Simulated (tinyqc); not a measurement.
Changing the fingers N: self-heating of a transistor with one or more fingers, with temperature-dependent conductivity. Computed by tinyqc, a small Python program. Command: `OMP_NUM_THREADS=1 python tinyqc.py 3006482 3006483 out.jsonl selfheat sweep`. One thread of a shared host (Intel(R) Xeon(R) Processor @ 2.30GHz), about 0.1 s of CPU time with the checks.

N long parallel fingers lie on the top face of a slab whose bottom is held at T_0; the top is otherwise insulated, and heat flows in two dimensions. P in W/mm is 1000 P in W/m.

Inputs (values chosen for the exercise, modelled on indium phosphide):

| quantity | value | unit |
|---|---|---|
| conductivity at the base temperature kappa_0 | 60.8 | W/(m K) |
| exponent m in kappa ~ T^-m | 1.54 | - |
| base temperature T_0 | 323 | K |
| power per gate width P | 0.33 | W/mm |
| finger pitch s | 25 | micrometre |
| width of the heat source w | 1.3 | micrometre |
| substrate thickness t | 98 | micrometre |

Power: fixed power.

Method:
- A line source of power P on the top face raises the top at distance x by (P/(pi kappa_0)) g(x), g(x) = -ln tanh(pi x/(4 t)) (the image sum for the slab). On a strip of width w the centre sees the mean of g over the strip, g_0 = 1 + ln(8 t/(pi w)) for w much below t.
- theta_i = (P/(pi kappa_0)) [g_0 + sum over j != i of g(|i - j| s)], with equal powers and constant conductivity; thermal resistance = largest theta/P.
- Kirchhoff transformation for kappa = kappa_0 (T/T_0)^-m: T = T_0 [1 - (m - 1) theta/T_0]^(-1/(m - 1)), where theta is the linear rise.
- The bracket vanishes at the power P T_0/((m - 1) theta).

One run for each value:

| fingers N | thermal resistance (K mm/W) | true rise (K) | peak temperature (K) |
|---|---|---|---|
| 1 | 32.759 | 11.096 | 334.10 |
| 2 | 41.245 | 14.066 | 337.07 |
| 3 | 49.731 | 17.077 | 340.08 |
| 4 | 54.789 | 18.891 | 341.89 |
| 5 | 59.847 | 20.721 | 343.72 |
| 6 | 63.095 | 21.903 | 344.90 |
| 7 | 66.342 | 23.092 | 346.09 |
| 8 | 68.479 | 23.877 | 346.88 |

Describe and explain the trends.

Over the rows, thermal resistance (K mm/W) rises from 32.8 to 68.5 (exponent d ln y / d ln x 0.33 between the first rows and 0.24 between the last); true rise (K) rises from 11.1 to 23.9 (exponent d ln y / d ln x 0.34 between the first rows and 0.25 between the last); peak temperature (K) rises from 334 to 347 (exponent d ln y / d ln x 0.013 between the first rows and 0.017 between the last). Each added finger heats the centre by g at its distance, which falls exponentially beyond the thickness, so the rise levels off only once the row of fingers is much wider than the thickness.

Extremes, crossings and ranges named in words are read from the listed rows.
